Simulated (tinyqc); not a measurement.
Deep trap from a strong local potential in a two-band host (Koster-Slater model with semi-elliptic bands): one step, computed by the program tinyqc.

The valence band spans -2 W_v to 0 and the conduction band E_g to E_g + 2 W_c. The orbital at the impurity site has weight f_v in the valence band and 1 - f_v in the conduction band, each spread as a semi-ellipse (2/(pi W^2)) sqrt(W^2 - x^2) about the band centre. The impurity adds U to this orbital. Spin is left out.

Problem. The same problem as a small matrix. Each band is replaced by n levels e_k = centre + W cos(k pi/(n + 1)) with weights w_k = f (2/(n + 1)) sin^2(k pi/(n + 1)), k = 1..n (valence first); H_kl = e_k delta_kl + U sqrt(w_k w_l).

Inputs (values chosen for the exercise, with a gap close to that of CdS):

| quantity | value | unit |
|---|---|---|
| gap E_g | 2.53 | eV |
| half-width of the valence band W_v | 3.1 | eV |
| half-width of the conduction band W_c | 5.1 | eV |
| valence weight f_v of the site orbital | 0.56 | - |
| impurity potential U | -17.2 | eV |
| levels per band n | 4 | - |

Impurity: attractive, donor-like.

Give: host levels e_k; weights w_k; H.

Solution.

host levels e_k (eV): -0.59  -2.14  -4.06  -5.61  11.76  9.21  6.05  3.50

weights w_k: 0.0774  0.2026  0.2026  0.0774  0.0608  0.1592  0.1592  0.0608

H (eV):
```
       1      2      3      4      5      6      7      8
1  -1.92  -2.15  -2.15  -1.33  -1.18  -1.91  -1.91  -1.18
2  -2.15  -5.63  -3.48  -2.15  -1.91  -3.09  -3.09  -1.91
3  -2.15  -3.48  -7.54  -2.15  -1.91  -3.09  -3.09  -1.91
4  -1.33  -2.15  -2.15  -6.94  -1.18  -1.91  -1.91  -1.18
5  -1.18  -1.91  -1.91  -1.18  10.71  -1.69  -1.69  -1.05
6  -1.91  -3.09  -3.09  -1.91  -1.69   6.47  -2.74  -1.69
7  -1.91  -3.09  -3.09  -1.91  -1.69  -2.74   3.32  -1.69
8  -1.18  -1.91  -1.91  -1.18  -1.05  -1.69  -1.69   2.46
```
